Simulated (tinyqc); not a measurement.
# Reverse leakage of an n+-p junction: diffusion, generation, trap-assisted and band-to-band tunnelling: leakage components against the reverse bias

One-sided abrupt junction in the depletion approximation, x from the junction (0) to W on the p side, field F = F0 (1 - x/W). Flat quasi-Fermi levels, long p side. Traps generate through SRH with both lifetimes shortened by 1 + Gamma (Hurkx enhancement, form for moderate fields); band-to-band generation is local and needs a total bending above Eg.

ni = sqrt(Nc Nv) exp(-Eg/(2 Vt)), Eg in volts; Vbi = Vt ln(Na Nd/ni^2); W = sqrt(2 eps0 eps_r (Vbi + VR)/(q Na)); F0 = 2 (Vbi + VR)/W; FG = sqrt(24 mt m0 (kB T)^3)/(q hbar); J_diff = q ni^2 sqrt(Dn/tau)(1 - exp(-VR/Vt))/Na. u = (Vbi + VR)(1 - x/W)^2, p = Na exp(-u/Vt), n = Nd exp((u - Vbi - VR)/Vt); G0 = ni^2 (1 - exp(-VR/Vt))/(tau (n + p + 2 ni cosh(Et/Vt))); Gamma = 2 sqrt(3 pi)(F/FG) exp((F/FG)^2); trap-assisted part G0 Gamma; G_bb = Ab F^2.5 exp(-Bb/F) with F in V/cm, zero unless Vbi + VR > Eg. Currents are q times the integrals over 0 to W; J_bb under 1e-8 of J is printed as 0; rows with F0/FG above 2.2, beyond the range of this Gamma, are left out.

Inputs (values chosen for the exercise); band and dielectric values close to those of silicon:
- T = 300 K (temperature)
- Eg = 1.12 eV (band gap)
- eps_r = 11.5 (relative permittivity)
- Nc = 2.83e19 cm^-3 (conduction-band density of states at T)
- Nv = 2.6e19 cm^-3 (valence-band density of states at T)
- Na = 4.6e17 cm^-3 (acceptor density of the lighter side)
- Nd = 5e19 cm^-3 (donor density of the heavier side)
- tau = 3e-6 s (SRH lifetime of both carriers at zero field)
- Et = 0 eV (trap level above the intrinsic level)
- mt = 0.26 m0 (tunnelling mass)
- Dn = 4 cm^2/s (electron diffusion coefficient on the lighter side)
- Ab = 2.3e14 cm^-0.5 V^-2.5 s^-1 (band-to-band prefactor)
- Bb = 1.94e7 V/cm (band-to-band field constant)

Constants: q = 1.602176634e-19 C, kB = 1.380649e-23 J/K, hbar = 1.054571817e-34 J s, m0 = 9.1093837015e-31 kg, Vt = kB T/q, eps0 = 8.8541878128e-14 F/cm where lengths are in cm. Results are converted to the units shown.

Result of one run:

| F0 (kV/cm) | F0/FG | J_diff (A/cm^2) | J_SRH (A/cm^2) | J_TAT (A/cm^2) | J_bb (A/cm^2) | J (A/cm^2) | largest part |
|---|---|---|---|---|---|---|---|
| 684 | 1.82 | 4.53e-14 | 1.45e-9 | 6.26e-8 | 1.97e-9 | 6.60e-8 | trap-assisted tunnelling |

Which reverse bias VR gave this result: 0.2, 1.2, 2.2 or 3.7 V?

VR = 2.2 V.

The whole series:

| VR (V) | F0 (kV/cm) | F0/FG | J_diff (A/cm^2) | J_SRH (A/cm^2) | J_TAT (A/cm^2) | J_bb (A/cm^2) | J (A/cm^2) | largest part |
|---|---|---|---|---|---|---|---|---|
| 0.2 | 422 | 1.12 | 4.53e-14 | 2.38e-10 | 1.93e-9 | 0 | 2.17e-9 | trap-assisted tunnelling |
| 0.7 | 500 | 1.33 | 4.53e-14 | 6.30e-10 | 7.95e-9 | 1.53e-14 | 8.58e-9 | trap-assisted tunnelling |
| 1.2 | 568 | 1.51 | 4.53e-14 | 9.43e-10 | 1.80e-8 | 2.72e-12 | 1.89e-8 | trap-assisted tunnelling |
| 1.7 | 629 | 1.67 | 4.53e-14 | 1.21e-9 | 3.47e-8 | 1.13e-10 | 3.60e-8 | trap-assisted tunnelling |
| 2.2 | 684 | 1.82 | 4.53e-14 | 1.45e-9 | 6.26e-8 | 1.97e-9 | 6.60e-8 | trap-assisted tunnelling |
| 2.7 | 735 | 1.95 | 4.53e-14 | 1.67e-9 | 1.09e-7 | 1.93e-8 | 1.30e-7 | trap-assisted tunnelling |
| 3.2 | 783 | 2.08 | 4.53e-14 | 1.87e-9 | 1.87e-7 | 1.27e-7 | 3.16e-7 | trap-assisted tunnelling |
| 3.7 | 828 | 2.20 | 4.53e-14 | 2.06e-9 | 3.16e-7 | 6.22e-7 | 9.40e-7 | band-to-band tunnelling |

J rises from 2.17e-9 to 9.40e-7 A/cm^2. Trap-assisted tunnelling leads at VR = 0.2, band-to-band tunnelling from 3.7 on. The ratio J_TAT/J_SRH goes from 8.12 to 154 as F0/FG goes from 1.12 to 2.20.

Range of the model: The n+ side is degenerate, so Vbi from Boltzmann statistics is only a guide.

tinyqc, about 0.01 s, one thread, Intel Xeon 2.30GHz (shared host): `OMP_NUM_THREADS=1 python tinyqc.py 2290005 2290006 out.jsonl`
